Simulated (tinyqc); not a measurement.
# Capacitance measurement on a leaky thin oxide: effects of series resistance and leakage: two studies

The device is a capacitance C in parallel with a leakage conductance G, in series with Rs and Ls. An impedance meter reports either a parallel pair (Cp, Gp) from Y = 1/Z = Gp + i w Cp or a series pair (Cs, Rm) from Z = Rm + 1/(i w Cs); w = 2 pi f, dissipation D = Gp/(w |Cp|).

Parameters, values chosen for the exercise; values of the order met in thin-oxide MOS capacitors: relative permittivity of the gate insulator (close to silicon dioxide) eox = 3.9; insulator thickness tox = 2 nm; gate area A = 2500 um^2; oxide-equivalent thickness added by the accumulation layer zc = 0.55 nm; oxide-equivalent thickness added by gate depletion zp = 0.31 nm; gate leakage current density, not matched to the thickness Jg = 0.38 A/cm^2; voltage for an e-fold rise of the leakage Vs = 0.31 V; series resistance Rs = 12 ohm; series inductance Ls = 25 nH; measuring frequency f = 10000 Hz.

Constants: eps0 = 8.8541878128e-14 F/cm where lengths are in cm. Results are converted to the units shown.

Each table varies one quantity; the others keep the values above.

## Readings against frequency

EOT = 3.9 tox/eox; CET = EOT + zc + zp; C = 3.9 eps0 A/CET; G = Jg A/Vs. Z = Rs + i w Ls + 1/(G + i w C); CET read from Cp = 3.9 eps0 A/Cp; errors under 0.001 % are printed as 0.

The same in every row: C (pF) = 30.185.

Readings against frequency:

| f (Hz) | Cp (pF) | Cs (pF) | D | error of Cp (%) | error of Cs (%) | CET read from Cp (nm) |
|---|---|---|---|---|---|---|
| 1000 | 30.163 | 7.8812e5 | 161.64 | -0.0736 | 2.61e6 | 2.8621 |
| 3000 | 30.163 | 87596 | 53.881 | -0.0736 | 2.90e5 | 2.8621 |
| 10000 | 30.163 | 7911.1 | 16.164 | -0.0736 | 2.61e4 | 2.8621 |
| 30000 | 30.163 | 905.84 | 5.3881 | -0.0736 | 2900 | 2.8621 |
| 1e5 | 30.163 | 108.99 | 1.6167 | -0.0736 | 261 | 2.8621 |
| 3e5 | 30.163 | 38.941 | 0.53949 | -0.0734 | 29.0 | 2.8621 |
| 1e6 | 30.163 | 30.974 | 0.16392 | -0.0711 | 2.61 | 2.8620 |
| 3e6 | 30.169 | 30.280 | 0.060725 | -0.0515 | 0.317 | 2.8615 |
| 1e7 | 30.237 | 30.283 | 0.039039 | 0.172 | 0.325 | 2.8551 |
| 3e7 | 30.841 | 31.017 | 0.075694 | 2.17 | 2.76 | 2.7992 |

What does the comparison show?

D goes from 162 through a minimum of 0.0390 (at f = 1e7 Hz among the rows listed) to 0.0757; without inductance its minimum lies at f = sqrt(G (1 + G Rs)/Rs)/(2 pi C) = 8.43e6 Hz. The error of Cp goes from -0.0736 to 2.17 % and that of Cs from 2.61e6 to 2.76 %; at low frequency Cp tends to C/(1 + G Rs)^2 and Cs grows as 1 + (G/(w C))^2. One of the two readings is within 2 % of C for f = 1000, 3000, 10000, 30000, 1e5, 3e5, 1e6, 3e6, 1e7 Hz. At the highest frequencies Ls raises both readings, by about w^2 Ls C in relative terms. For f = 1000, 3000, 10000, 30000, 1e5 D exceeds 1, where the accuracy of real meters degrades in proportion to sqrt(1 + D^2).

## Effect of the gate leakage current density, not matched to the thickness

Same model as above.

The same in every row: C (pF) = 30.18.

Result of one run:

| Jg (A/cm^2) | Cp (pF) | Cs (pF) | D | error of Cp (%) | error of Cs (%) | CET read from Cp (nm) |
|---|---|---|---|---|---|---|
| 30 | 28.37 | 4.936e7 | 1319 | -6.02 | 1.64e8 | 3.043 |

What becomes of these results when the gate leakage current density, not matched to the thickness Jg is changed from 30 to 0.0001 A/cm^2, all else the same?

Result of the changed run:

| Jg (A/cm^2) | Cp (pF) | Cs (pF) | D | error of Cp (%) | error of Cs (%) | CET read from Cp (nm) |
|---|---|---|---|---|---|---|
| 0.0001 | 30.18 | 30.19 | 0.004275 | 0 | 1.81e-3 | 2.860 |

The whole series:

| Jg (A/cm^2) | Cp (pF) | Cs (pF) | D | error of Cp (%) | error of Cs (%) | CET read from Cp (nm) |
|---|---|---|---|---|---|---|
| 1e-5 | 30.18 | 30.18 | 4.480e-4 | 0 | 0 | 2.860 |
| 0.0001 | 30.18 | 30.19 | 0.004275 | 0 | 1.81e-3 | 2.860 |
| 0.001 | 30.18 | 30.24 | 0.04254 | 0 | 0.181 | 2.860 |
| 0.02 | 30.18 | 52.02 | 0.8505 | -3.87e-3 | 72.3 | 2.860 |
| 0.2 | 30.17 | 2213 | 8.506 | -0.0387 | 7230 | 2.861 |
| 2 | 30.07 | 2.183e5 | 85.21 | -0.388 | 7.23e5 | 2.871 |
| 30 | 28.37 | 4.936e7 | 1319 | -6.02 | 1.64e8 | 3.043 |
| 300 | 9.341 | 9.534e9 | 3.195e4 | -69.1 | 3.16e10 | 9.242 |

As Jg goes from 1e-5 to 300, the error of Cp goes from 0 to -69.1 %, that of Cs from 0 to 3.16e10 %, and D rises from 4.48e-4 to 31900. The CET read from Cp goes from 2.86 to 9.24 nm against the true 2.86 nm. For Jg = 0.2, 2, 30, 300 D exceeds 1, where the accuracy of real meters degrades in proportion to sqrt(1 + D^2).

Program tinyqc, `OMP_NUM_THREADS=1 python tinyqc.py 2022047 2022048 out.jsonl`; Intel Xeon 2.30GHz, shared host, one thread, about 0.01 s.
